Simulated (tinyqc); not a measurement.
Surface potential of a MOS transistor: implicit equation and explicit approximations: one step of the calculation.

p-type body, charge-sheet picture, depletion and inversion only, full ionisation (an idealisation for deep acceptors), Boltzmann statistics (rough once Na exp(x - xn) passes about Nc/7). In units of Vt: xg = (Vg - Vfb)/Vt, x = psi/Vt, G = gamma/sqrt(Vt), xn = (2 phiF + Vc)/Vt. The implicit equation is (xg - x)^2 = G^2 [x - 1 + exp(x - xn)] for x above about 3. Cox = eps0 eox/tox.

Task. Scales. ni = sqrt(Nc Nv) exp(-Eg/(2 Vt)), Eg in volts; phiF = Vt ln(Na/ni); gamma = sqrt(2 q eps0 eps_r Na)/Cox; VT = Vfb + Vt (xn + G sqrt(xn - 1)).

Parameters, values chosen for the exercise; band and dielectric values close to those of silicon: temperature T = 400 K; band gap Eg = 1.13 eV; relative permittivity eps_r = 11.9; conduction-band density of states at T Nc = 4.3e19 cm^-3; valence-band density of states at T Nv = 4e19 cm^-3; relative permittivity of the gate insulator (close to hafnium oxide) eox = 22.3; insulator thickness tox = 45 nm; acceptor density Na = 1.2e17 cm^-3; flat-band voltage Vfb = -0.4 V; channel-body voltage Vc = 1 V; gate-body voltage Vg = 1.7 V.

Constants: q = 1.602176634e-19 C, kB = 1.380649e-23 J/K, Vt = kB T/q, eps0 = 8.8541878128e-14 F/cm where lengths are in cm. Results are converted to the units shown.

Give: phiF; gamma; G; xn; VT; xg.

Result.

phiF = 0.3635 V
gamma = 0.4587 V^0.5
G = 2.471
xn = 50.10
VT = 1.924 V
xg = 60.92

Numbers from tinyqc (`OMP_NUM_THREADS=1 python tinyqc.py 2122035 2122036 out.jsonl`; about 0.01 s on one thread of a shared Intel Xeon 2.30GHz).
